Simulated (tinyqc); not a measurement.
Worked calculation: temperature and isotope dependence of a band gap in oscillator models. Values are carried at full precision from step to step, so a last printed digit may differ when a step is redone from the rounded ones.

E(T) = E0 - sum_i sl_i th_i n_i(T), n = 1/(exp(th/T) - 1). The same coupling lowers the gap at 0 K by the zero-point term ZP = sum_i sl_i th_i/2, so the gap of the static lattice is E0 + ZP. Thermal expansion is taken as part of the slopes.

Parameters, chosen for this exercise (near those of AlN; shifted at random, so the results belong to these values and not to a real crystal): E0 = 6.094 eV (gap at 0 K); th = (336, 1145) K (temperatures of two oscillators); sl = (0.2498, 0.5072) meV/K (their high-temperature slopes); T = 400 K (temperature); M = 20.51 u (mean atomic mass); dM = 1.29 u (change of the mean mass (not bounded by the natural isotopes)); T12 = (410, 780) K (temperatures of the fits).

## The gap at T

Give the occupations, the two terms, the gap, ZP and the static gap.

n_i: 0.75967  0.06059

terms (meV): 63.761  35.185

E(T) = 5.9951 eV
ZP = 332.34 meV
static gap = 6.4263 eV

The thermal fall, 98.9 meV, is smaller than the zero-point term, 332.3 meV; the soft oscillator supplies 64 % of the fall but 13 % of ZP. A calculation with clamped ions should be compared with the static gap.

## Slope and asymptote

dE/dT = -sum sl_i (th_i/T)^2 n_i (1 + n_i). At high T, n -> T/th - 1/2, so E -> E0 + ZP - (sum sl_i) T. Give the slope, its ratio to the limit, and the value at 0 K of the tangent drawn at T.

dE/dT = -0.5027 meV/K
ratio to the limiting slope = 0.6640
intercept of the tangent = 6.1961 eV
intercept - E0 = 102.12 meV

The tangent recovers 31 % of ZP: the extrapolation works only from T well above the higher oscillator (1145 K).

## Isotope effect

With M -> M + dM the oscillator temperatures scale as M^(-1/2) and the slopes stay. Give th, ZP, E0 (static gap fixed) and E(T) for the new mass, and the linear rule dE0 = ZP dM/(2 M).

th (K): 325.91  1110.61

ZP = 322.356 meV
shift of E0 = 9.983 meV
linear rule = 10.451 meV
shift of E(T) = 6.851 meV

The heavier crystal has the wider gap. At 400 K 69 % of the shift at 0 K is left; it fades at high T, where the motion is classical and the mean-square amplitude no longer depends on mass.

## Two common fits

Two-parameter forms are made to pass through the falls at the two temperatures T12: Varshni aV T^2/(T + bV), from the line T^2/fall = (T + bV)/aV; one oscillator s1 t1/(exp(t1/T) - 1), with t1 from the ratio of the falls.

Give the falls and the parameters.

falls (meV): 104.0162  329.7399

aV = 1.6157 meV/K
bV = 2201 K
t1 = 724.9 K
s1 = 0.6973 meV/K
ZP of the one-oscillator fit = 252.7 meV

The limiting slope of the model is 0.7570 meV/K; Varshni puts it +113 % off and one oscillator -8 %. The ZP of the fit differs from the true one by -79.6 meV.

## Checks

- Slope by finite differences against the formula (meV/K): both 0.50267.
- Fall at 20 times the higher oscillator temperature against the asymptote (meV): 17005 against 17003.

(tinyqc, `OMP_NUM_THREADS=1 python tinyqc.py 1880289 1880290 out.jsonl`, Intel(R) Xeon(R) Processor @ 2.30GHz, 1 thread, shared host, about 0.01 s.)
